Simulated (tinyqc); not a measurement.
Changing the particle radius h: wafer bonding and layer transfer: bond energy, gap closing, particles, bonding of dissimilar wafers and hydrogen blisters. Computed by tinyqc, a small Python program. Command: `OMP_NUM_THREADS=1 python tinyqc.py 3020768 3020769 out.jsonl bond sweep`. One thread of a shared host (Intel(R) Xeon(R) Processor @ 2.30GHz), about 0.01 s of CPU time with the checks.

gamma is the energy per area of each of the two surfaces; plates are isotropic.

Inputs (values chosen for the exercise, with wafer 1 close to silicon):
```
quantity             value        unit
Young's modulus E1     164         GPa
Young's modulus E2    86.3         GPa
Poisson ratio nu      0.25           -
thickness t1           525  micrometre
thickness t2           625  micrometre
blade thickness t_b     50  micrometre
crack length L        10.4          mm
```

Pair: two different wafers.

Method. Two cantilevers opened by t_b: gamma = 3 t_b^2 E1 t1^3 E2 t2^3/(16 L^4 (E1 t1^3 + E2 t2^3)). E' = E1/(1 - nu^2), equal wafers assumed. Void radius in the plate regime: R_v = [(2/3) E' t1^3/gamma]^(1/4) h^(1/2). Below h_crit = 5 sqrt(t1 gamma/E') the wafers deform locally and R_v is of the order of h (taken as h).

One run for each value:
```
particle radius h (micrometre)  void radius (micrometre)  critical particle radius (micrometre)
0.01                                           1.000e-02                                 0.1832
0.024                                          2.400e-02                                 0.1832
0.056                                          5.600e-02                                 0.1832
0.13                                           1.300e-01                                 0.1832
0.32                                           1.402e+03                                 0.1832
0.75                                           2.146e+03                                 0.1832
1.8                                            3.325e+03                                 0.1832
4.2                                            5.079e+03                                 0.1832
10                                             7.838e+03                                 0.1832
```

Describe and explain the trends.

At the high end the exponent of void radius is 0.50, close to 0.50: plate bending. The void radius jumps by orders of magnitude at the critical particle size, where bending of the whole wafer takes over.
